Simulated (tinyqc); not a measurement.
Two-band k.p model of the Delta valleys near the X point under shear strain: one step. Position, depth and masses of the minimum. Three cases, with inputs chosen for the exercise.

Question. For |eta| < 1: k_min = k0 sqrt(1 - eta^2), E_min = -Delta eta^2/2, ml(eta) = ml/(1 - eta^2), 1/m[110] = 1/mt + eta/Mp, 1/m[1-10] = 1/mt - eta/Mp. For |eta| > 1 the minimum sits at X: E_min = -Delta (2 |eta| - 1)/2, ml(eta) = ml/(1 - 1/|eta|), and eta is replaced by its sign in the transverse masses.

Case 1.

Values chosen (out of a larger set: near those of Si; not measured data):
- ml = 0.894 m0 (longitudinal mass)
- mt = 0.194 m0 (transverse mass)
- Mp = 0.237 m0 (coupling mass)

k0 = 0.1709396 1/angstrom
Delta = 0.2490582 eV
eta = 0.225811

Case 2.

Values chosen (out of a larger set: near those of Si; not measured data):
- ml = 0.897 m0 (longitudinal mass)
- mt = 0.192 m0 (transverse mass)
- Mp = 0.241 m0 (coupling mass)

k0 = 0.1652557 1/angstrom
Delta = 0.2319923 eV
eta = 0.725455

Case 3.

Values chosen (out of a larger set: near those of Si; not measured data):
- ml = 0.899 m0 (longitudinal mass)
- mt = 0.195 m0 (transverse mass)
- Mp = 0.24 m0 (coupling mass)

k0 = 0.1650433 1/angstrom
Delta = 0.2308813 eV
eta = -0.084459

Give: k_min; E_min; ml(eta); masses along [110] and [1-10].

Answer.

Case 1.

k_min = 0.1665 1/angstrom
E_min = -6.35 meV
ml(eta) = 0.942 m0

masses along [110] and [1-10] (m0): [0.1637, 0.2380]

The minimum has moved 2.6 % of the way to X; electrons are lighter along [110] (-15.6 % against mt) and heavier across (+22.7 %).

Case 2.

k_min = 0.1137 1/angstrom
E_min = -61.05 meV
ml(eta) = 1.894 m0

masses along [110] and [1-10] (m0): [0.1217, 0.4549]

The minimum has moved 31.2 % of the way to X; electrons are lighter along [110] (-36.6 % against mt) and heavier across (+136.9 %).

Case 3.

k_min = 0.1645 1/angstrom
E_min = -0.82 meV
ml(eta) = 0.905 m0

masses along [110] and [1-10] (m0): [0.2094, 0.1825]

The minimum has moved 0.4 % of the way to X; electrons are lighter along [1-10] (-6.4 % against mt) and heavier across (+7.4 %).

Computed by tinyqc, one run a case: `OMP_NUM_THREADS=1 python tinyqc.py N N+1 out.jsonl` with N = 1051032, 1051073, 1051117; one thread of a shared Intel(R) Xeon(R) Processor @ 2.30GHz, about 0.01 s a run at most.
